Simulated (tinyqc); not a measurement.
Haynes-Shockley experiment: drift, diffusion and decay of a minority-carrier pulse: one step, computed by the program tinyqc.

A thin sheet of excess carriers is made at x = 0, t = 0 in a long uniform bar; injection is low, so the pulse moves with the minority mobility.

Problem. Two distances. dn(x, t) = N0/sqrt(4 pi D t) exp(-(x - v t)^2/(4 D t) - t/tau). At fixed x the signal peaks where d ln(dn)/dt = 0: a t^2 + t/2 - x^2/(4 D) = 0 with a = v^2/(4 D) + 1/tau. Differences remove part of the bias: mu = (d2 - d)/(F (t_p2 - t_p)). The time-integrated signal is A(x) = (N0/u) exp(x (v - u)/(2 D)), u = sqrt(v^2 + 4 D/tau); the simple lifetime is tau = (t_p2 - t_p)/ln(A(d)/A(d2)).

Inputs (values chosen for the exercise, modelled on electrons in p-type silicon in a lightly doped bar): lifetime tau = 17 microsecond; temperature T = 300 K; field F = 31 V/cm; distance d to the collector = 0.89 cm; second distance d2 = 1.5 cm.

drift velocity v = 39060 cm/s

D = 32.57352 cm^2/s

time of the peak t_p = 22.70721 microsecond

Give: t_p2; mobility from two distances; area ratio A(d)/A(d2); lifetime from areas.

Solution.

t_p2 = 38.29 microsecond

mobility from two distances = 1263 cm^2/(V s)

area ratio A(d)/A(d2) = 2.503

lifetime from areas = 16.98 microsecond
